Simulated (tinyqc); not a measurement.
Vacuum evaporation: vapour pressure, source flux, thickness distribution, purity and step coverage: one step, computed by the program tinyqc. Command: `OMP_NUM_THREADS=1 python tinyqc.py 3111713 3111714 out.jsonl evap walk`. One thread of a shared host (Intel(R) Xeon(R) Processor @ 2.30GHz), about 0.01 s of CPU time with the checks.

Molecular flow, unit sticking of the metal, no re-evaporation. The background gas is taken as water vapour (18.015 g/mol, collision diameter 0.37 nm) at 300 K.

Question. Offset source and rotation. Rotating wafer, source offset by s and facing upwards: thickness at radius r is the mean over the angle a of (1 + (r^2 + s^2 - 2 r s cos a)/h^2)^(-(n + 3)/2), by 360 equal steps; non-uniformity (max - min)/(max + min) over 21 radii from 0 to R.

Inputs (values chosen for the exercise, modelled on gallium, with constants for the liquid):
```
quantity                         value  unit
directionality n                     1     -
source-to-wafer distance h          48    cm
wafer radius R                      15    cm
source offset from the axis s/h   0.74     -
```

Give: centre thickness relative to an axial source; edge over centre, rotating; non-uniformity, rotating.

Answer.

centre thickness relative to an axial source = 0.41753

edge over centre, rotating = 1.0011

non-uniformity, rotating = 0.11099 %
